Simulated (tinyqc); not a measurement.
From results back to parameters: sp3s* tight binding. Three cases, with inputs chosen for the exercise.

Problem. For a crystal of one element and without spin-orbit coupling the levels at Gamma are Es -/+ |Vss| and Ep -/+ Vxx, and the upper valence level at X is Ep - Vxy. The levels below come from hidden parameters.

Case 1.

s levels at Gamma (eV): -12.5440  4.1800

p levels at Gamma (eV): 0.0000  3.4420

upper valence level at X = -2.8880 eV

Case 2.

s levels at Gamma (eV): -12.6690  0.9270

p levels at Gamma (eV): -0.0040  3.2200

upper valence level at X = -3.2990 eV

Case 3.

s levels at Gamma (eV): -12.5250  4.1050

p levels at Gamma (eV): -0.0030  3.4290

upper valence level at X = -2.8630 eV

Find: Es, |Vss|, Ep, Vxx, Vxy.

Solution. Means give the levels and half the splittings give the couplings; Vxy = Ep - E(X).

Case 1.

Es, |Vss|, Ep, Vxx, Vxy (eV): -4.182  8.362  1.721  1.721  4.609

Case 2.

Es, |Vss|, Ep, Vxx, Vxy (eV): -5.871  6.798  1.608  1.612  4.907

Case 3.

Es, |Vss|, Ep, Vxx, Vxy (eV): -4.210  8.315  1.713  1.716  4.576

Computed by tinyqc, one run a case: `OMP_NUM_THREADS=1 python tinyqc.py N N+1 out.jsonl` with N = 1481771, 1481789, 1481830; one thread of a shared Intel(R) Xeon(R) Processor @ 2.30GHz, about 0.1 s a run at most.
